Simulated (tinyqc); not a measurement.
A longer run and its error bar: q-state Potts model on a small periodic square lattice: enumeration, Metropolis, heat-bath and Wolff steps. Computed by tinyqc, a small Python program. Command: `OMP_NUM_THREADS=1 python tinyqc.py 3111428 3111429 out.jsonl potts walk`. One thread of a shared host (Intel(R) Xeon(R) Processor @ 2.30GHz), about 0.03 s of CPU time with the checks.

E = -J x (number of nearest-neighbour bonds with equal states); n x n sites with periodic edges have 2 n^2 bonds. Order parameter m = (q f - 1)/(q - 1), f being the largest share of one state. Sites are numbered row by row from 0. Here q = 3 and n = 3.

Inputs (values chosen for the exercise, for a model of domains or grain orientations):

| quantity | value | unit |
|---|---|---|
| number of states q | 3 | - |
| edge n | 3 | - |
| coupling J | 56 | meV |
| temperature T | 822 | K |
| seed | 261438 | - |

Update: Wolff cluster.

Constants: k_B = 8.617333262e-05 eV/K.

Method:
- K = J/(k_B T); the infinite square lattice orders at K_c = ln(1 + sqrt(q)); Wolff bond probability p = 1 - exp(-K).
- All q^(n^2) states are counted by their number b of equal bonds; weights g(b) exp(K b), K = J/(k_B T). Per site: u = -J <b>/n^2, c/k_B = K^2 (<b^2> - <b>^2)/n^2.
- ln Z = ln sum g(b) exp(K b); entropy per site s/k_B = (ln Z - K <b>)/n^2.
- After 400 updates are discarded, b is recorded for 4000 cluster flips of the update named (random numbers not printed, so these rows are one sample). Records are averaged in blocks; the error is the scatter of block means over sqrt(number of blocks), and the last column its square over that for single records.

start states:
```
   1  2  3
1  1  0  0
2  1  2  1
3  2  1  0
```

K = 0.790575

p = 0.546416

<b> = 12.7463

Blocking:

| block length | mean b | error | variance ratio |
|---|---|---|---|
| 1 | 12.60775 | 0.06197 | 1.0000 |
| 4 | 12.60775 | 0.09998 | 2.6031 |
| 16 | 12.60775 | 0.12402 | 4.0052 |
| 40 | 12.60775 | 0.12284 | 3.9291 |
| 100 | 12.60775 | 0.12756 | 4.2371 |

What follows from these numbers?

The run gives 12.608 +/- 0.123 (blocks of 40) against the exact 12.746, a difference of 1.1 error bars. Single records understate the error by a factor of about 2.0, because successive records are correlated.

Extremes, crossings and ranges named in words are read from the listed rows.
